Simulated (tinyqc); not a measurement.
Tight binding, honeycomb lattice, step by step. One step of it, computed by the program tinyqc.

Question. Levels at k. Diagonalise the Hermitian matrix.

H(k) at k (eV):
```
                     A                    B
A             2.390000  -7.360602+0.308320i
B  -7.360602-0.308320i            -2.390000
```

Give: eigenvalues; weights |c|^2 of the basis functions.

Answer.

eigenvalues (eV): -7.7450  7.7450

weights |c|^2 of the basis functions:
```
   band 1  band 2
A  0.3457  0.6543
B  0.6543  0.3457
```
